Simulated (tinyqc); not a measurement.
# ESD clamp with bipolar snapback, compact model and design window, step by step

Computed by the program tinyqc: `OMP_NUM_THREADS=1 python tinyqc.py 2670062 2670063 out.jsonl`, one thread of a shared Intel Xeon 2.30GHz, about 0.01 s for the whole run. Printed values are rounded.

The drain junction multiplies the current that enters it: Igen = (M - 1)(Ic + I0), M = 1/(1 - (Vj/BV)^n). The generated holes leave through the substrate resistance and the base of the parasitic npn: Igen = Vb/Rb + Ic/be, Ic = Is exp(Vb/Vt). Terminal current I = Ic + I0 + Igen and voltage V = Vj + I Ro, per width. Isothermal, constant gain.

Inputs (values chosen for the exercise); values close to those of grounded-gate n-channel clamps:
- T = 300 K (temperature)
- BV = 11.7 V (junction breakdown voltage)
- n = 4.5 (exponent of the multiplication)
- be = 2.4 (current gain of the parasitic npn)
- Is = 2.4e-17 A/um (saturation current)
- I0 = 4.5e-11 A/um (junction leakage)
- Rb = 41000 ohm um (substrate resistance)
- Ro = 210 ohm um (drain ballast and contact resistance)
- It2 = 10.7 mA/um (failure current for 100 ns)
- Wf = 20 um (finger width)
- Nf = 8 (number of fingers)
- Lv = 1 kV (human-body-model level)
- Vox = 13.1 V (oxide breakdown voltage for 100 ns)
- Vdd = 1.8 V (supply voltage)

Constants: q = 1.602176634e-19 C, kB = 1.380649e-23 J/K, Vt = kB T/q. Results are converted to the units shown.

## The snapback curve

| point | Vb (V) |
|---|---|
| 0 | 0.05 |
| 1 | 0.3 |
| 2 | 0.38 |
| 3 | 0.44 |
| 4 | 0.49 |
| 5 | 0.634 |
| 6 | 0.769 |
| 7 | 0.789 |
| 8 | 0.819 |

For given Vb: Ic, Igen, M = 1 + Igen/(Ic + I0), Vj = BV (1 - 1/M)^(1/n), I and V.

| point | Ic (uA/um) | M | Vj (V) | I (uA/um) | V (V) |
|---|---|---|---|---|---|
| 0 | 1.66025e-10 | 27101.2 | 11.6999 | 1.21956 | 11.7002 |
| 1 | 2.63020e-6 | 1.53624e5 | 11.7000 | 7.31712 | 11.7015 |
| 2 | 5.80671e-5 | 89926.1 | 11.7000 | 9.26842 | 11.7019 |
| 3 | 5.91406e-4 | 16864.4 | 11.6998 | 10.7326 | 11.7021 |
| 4 | 0.00409118 | 2890.84 | 11.6991 | 11.9571 | 11.7016 |
| 5 | 1.07385 | 15.8161 | 11.5314 | 16.9847 | 11.5350 |
| 6 | 198.995 | 1.51092 | 9.19484 | 300.666 | 9.25798 |
| 7 | 431.348 | 1.46128 | 9.05532 | 630.320 | 9.18769 |
| 8 | 1376.59 | 1.43118 | 8.96189 | 1970.15 | 9.37562 |

V peaks at Vt1 = 11.70 V and falls to Vh = 9.188 V: once the npn supplies current, a small M feeds the base. At high current M tends to 1 + 1/be and Vj to BV (1 + be)^(-1/n) = 8.914 V.

## Iteration 1: base voltage at the failure current

Vb at the start = 0.73 V

I(Vb) = Ic (1 + 1/be) + I0 + Vb/Rb, I' = Ic (1 + 1/be)/Vt + 1/Rb; Newton steps on ln I: Vb(new) = Vb - ln(I/It2) I/I'. V follows from the introduction.

I = 0.0801697 mA/um
V = 9.81877 V
I' = 2.43677 mS/um
Vb after iteration 1 = 0.891008 V

## Iteration 2: base voltage at the failure current

As before.

I = 31.6265 mA/um
V = 15.5590 V
I' = 1222.55 mS/um
Vb after iteration 2 = 0.862972 V

## Course of the iteration: base voltage at the failure current

Stop when Vb changes by less than 1e-10 V, or after 20 iterations. Vb must stay between 0 and 8 V.

Course of the iteration:

| iteration | Vb (V) | \|change\| (V) |
|---|---|---|
| 1 | 0.891008 | 0.161 |
| 2 | 0.862972 | 0.0280 |
| 3 | 0.862958 | 1.44e-5 |
| 4 | 0.862958 | 7.44e-12 |

Converged in 4 iterations. At the end the number of correct digits about doubles with each step.

## Design window and human-body level

Vt1 = 11.7021 V
Vh = 9.18769 V
Vt2 = 11.1705 V

Human-body model: 100 pF through 1500 ohm, peak current about (level - Vt2)/1500 ohm, decay time 150 ns. All fingers turn on before the first fails if Vt2 > Vt1; then the clamp carries Nf Wf It2, otherwise in the worst case Wf It2. Margins: Vh - 1.1 Vdd against latching in operation, Vox - max(Vt1, Vt2) for the protected oxide.

peak current = 0.659220 A
current the clamp carries = 0.214 A
level it withstands = 0.332170 kV
holding margin = 7.20769 V
oxide margin = 1.39790 V

Uniform turn-on is not assured; the clamp fails the level. Both margins are positive.
